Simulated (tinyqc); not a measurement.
Threshold-voltage variability of a planar MOSFET, analytic estimates: two steps of the calculation.

Three independent sources add in quadrature: random dopants in the depleted layer, metal-gate grains of two orientations, and roughness of the two gate edges acting through the roll-off VT = VT(long) - Vr exp(-L/l). These are first-order estimates: no three-dimensional electrostatics, no percolation.

Inputs (values chosen for the exercise); material values close to those of silicon:
```
symbol    value   unit                                     meaning
T           273      K                                 temperature
Eg         1.11     eV                                    band gap
eps_r      11.8         relative permittivity of the semiconductor
Nc      2.41e19  cm^-3      conduction-band density of states at T
Nv      2.29e19  cm^-3         valence-band density of states at T
Na         4e18  cm^-3                              channel doping
ti          1.1     nm     oxide-equivalent thickness in inversion
L            90     nm                                 gate length
W           400     nm                                  gate width
Nb      8388608                                    number of cells
Y         0.981                                       wanted yield
```

Constants: q = 1.602176634e-19 C, kB = 1.380649e-23 J/K, Vt = kB T/q, eps0 = 8.8541878128e-14 F/cm where lengths are in cm. Results are converted to the units shown.

Problem 1. Random dopants. ni = sqrt(Nc Nv) exp(-Eg/(2 Vt)), Eg in volts; Cox = 3.9 eps0/ti; Wd = sqrt(4 eps0 eps_r Vt ln(Na/ni)/(q Na)); dopants: s1 = (q/Cox) sqrt(Na Wd/(3 L W)). The slope A1 = s1 sqrt(L W); mean number of dopants Na L W Wd.

Give: Cox; Wd; mean number of dopants; A1; s1.

Solution 1.

Cox = 3.139 uF/cm^2
Wd = 18.30 nm
mean number of dopants = 2635
A1 = 0.7972 mV um
s1 = 4.201 mV

Counting alone, 1/sqrt(N) of the depletion voltage q Na Wd/Cox = 374 mV, would give sqrt(3) times more: dopants deep in the layer act less on the surface.

Problem 2. Margin in standard deviations for the wanted yield. Cells fail independently with probability Q(k) = erfc(k/sqrt(2))/2 when the margin is k standard deviations, and Y = exp(-Nb Q(k)). phi = exp(-k^2/2)/sqrt(2 pi). Newton steps on ln Q(k) = ln(-ln(Y)/Nb): k(new) = k + [ln Q - ln(-ln(Y)/Nb)] Q/phi.

k after iteration 1 = 8.7894975

Find: Q(k); phi; k after iteration 2.

Solution 2.

Q(k) = 7.512e-19
phi = 6.686e-18
k after iteration 2 = 6.336

Computed by the program tinyqc: `OMP_NUM_THREADS=1 python tinyqc.py 2090051 2090052 out.jsonl`, one thread of a shared Intel Xeon 2.30GHz, about 0.01 s for the whole run.
